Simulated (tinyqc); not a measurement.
CMOS latch-up, two-transistor model: effect of the current gain of the pnp.

A parasitic pnp (emitter at Vdd, base shunted by Rw) and npn (emitter at ground, base shunted by Rs) feed each other: the npn collector current flows out of the pnp base node, the pnp collector current into the npn base node. Forward-active transistors with constant gains: Icn = Isn exp(Vn/Vt), Icp = Isp (exp(Vp/Vt) - 1). A current Ii is injected into the npn base node.

Node equations: Vp/Rw + Icp/bp = Icn and Vn/Rs + Icn/bn = Icp + Ii. Loop gain G = gn gp/[(1/Rw + gp/bp)(1/Rs + gn/bn)], gn = Icn/Vt, gp = (Icp + Isp)/Vt; the off state ends where G = 1, and Ii there is the trigger current. On state with both base-emitter voltages at Von: npn base current Ib = (Von/Rs + bp Von/Rw)/(bn bp - 1), holding current Ih = (bn + 1) Ib + Von/Rs, holding voltage Vh = Vsat + Von + R2 (Ib + Von/Rs).

Inputs (values chosen for the exercise); values close to those of bulk CMOS: temperature T = 350 K; current gain of the npn bn = 12; saturation current of the npn at T Isn = 2.5e-13 A; saturation current of the pnp at T Isp = 7.3e-13 A; substrate resistance shunting the npn Rs = 120 ohm; well resistance shunting the pnp Rw = 1000 ohm; resistance from the pnp collector to the npn base R2 = 470 ohm; base-emitter voltage in the on state Von = 0.67 V; saturation voltage Vsat = 0.11 V; supply voltage Vdd = 1.2 V.

Constants: q = 1.602176634e-19 C, kB = 1.380649e-23 J/K, Vt = kB T/q. Results are converted to the units shown.

Effect of the current gain of the pnp:

| bp | Vn at trigger (V) | trigger current (mA) | Ih (mA) | Vh (V) |
|---|---|---|---|---|
| 0.099 | 0.7509 | 6.067 | 396.3 | 17.53 |
| 0.2 | 0.6909 | 5.619 | 58.67 | 5.324 |
| 0.39 | 0.6641 | 5.478 | 26.23 | 4.151 |
| 0.77 | 0.6513 | 5.433 | 15.21 | 3.752 |
| 1.5 | 0.6484 | 5.422 | 10.62 | 3.586 |
| 3 | 0.6474 | 5.418 | 8.404 | 3.506 |
| 6 | 0.6470 | 5.416 | 7.342 | 3.468 |
| 12 | 0.6468 | 5.415 | 6.822 | 3.449 |

As bp goes from 0.099 to 12, the trigger current falls from 6.07 to 5.42 mA, Ih falls from 396 to 6.82 mA and Vh falls from 17.5 to 3.45 V. Vh exceeds the supply Vdd = 1.2 V, which then cannot sustain a latched state, in 8 of the 8 rows. For bp = 0.05 the product of the gains is about one or less, so there is no latched state. For bp = 0.099, 0.2 the holding current passes 50 mA, where high injection lowers the gains. For bp = 0.099, 0.2 Vn at the trigger exceeds the fixed Von of the on-state formulas, so Ih and Vh are too low there.

Computed by the program tinyqc: `OMP_NUM_THREADS=1 python tinyqc.py 2670013 2670014 out.jsonl`, one thread of a shared Intel Xeon 2.30GHz, about 0.04 s for the whole run.
